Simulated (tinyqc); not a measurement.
What moves the exposure: standing waves and exposure in a photoresist film.

Normal incidence from air. Unexposed resist: N1 = n1 + i k1 with k1 = (A + B) lam/(4 pi), lam in micrometres. r01 = (1 - N1)/(1 + N1), t01 = 2/(1 + N1). Below the resist lie the layer Na = na + i ka and the substrate Ns = ns + i ks: r12 = (r1a + ras x)/(1 + r1a ras x), x = exp(4 pi i Na da/lam), r1a = (N1 - Na)/(N1 + Na), ras = (Na - Ns)/(Na + Ns). With p = exp(2 pi i N1 d/lam), the field at depth z is E(z) = t01 [exp(2 pi i N1 z/lam) + r12 p^2 exp(-2 pi i N1 z/lam)]/(1 + r01 r12 p^2), the relative intensity I(z) = n1 |E(z)|^2 and the reflectance R = |(r01 + r12 p^2)/(1 + r01 r12 p^2)|^2.

Values chosen for the exercise (a resist on W, indices near tabulated ones; the results hold for these values, not for the real material): lam = 248 nm (vacuum wavelength); n1 = 1.767 (resist index); A = 0.03 1/micrometre (bleachable absorption (Dill A)); B = 0.58 1/micrometre (fixed absorption (Dill B)); d = 335 nm (resist thickness); ns = 3.406 (substrate n); ks = 2.933 (substrate k); na = 1.838 (n of the bottom antireflection layer); ka = 0.435 (its k); da = 44 nm (its thickness).

The mean of I is over 800 depths.

One parameter was then changed.

Results before and after:
```
case     |r12|^2       R  mean I  I at the bottom
base      0.0039  0.0532  0.8586           0.7721
changed   0.0040  0.0542  0.8302           0.7212
```

Which of these changes was made? (a) da = 54 nm; (b) ks = 2.64; (c) B = 0.78 1/micrometre; (d) ka = 0.566; (e) d = 345 nm; (f) n1 = 1.785.

Answer: (c) B = 0.78 1/micrometre. Of the candidates, run in turn, only this one gives the changed row.

All candidates:
```
case                   |r12|^2       R  mean I  I at the bottom
base                    0.0039  0.0532  0.8586           0.7721
d = 345 nm              0.0039  0.0671  0.8453           0.7558
n1 = 1.785              0.0039  0.0573  0.8555           0.7765
B = 0.78 1/micrometre   0.0040  0.0542  0.8302           0.7212
ks = 2.64               0.0027  0.0570  0.8541           0.7691
da = 54 nm              0.0171  0.0983  0.8419           0.5613
ka = 0.566              0.0007  0.0872  0.8280           0.7222
```

Run: tinyqc, `OMP_NUM_THREADS=1 python tinyqc.py 1680269 1680270 out.jsonl`; Intel(R) Xeon(R) Processor @ 2.30GHz, one thread, shared host; about 0.01 s of CPU time with all checks.
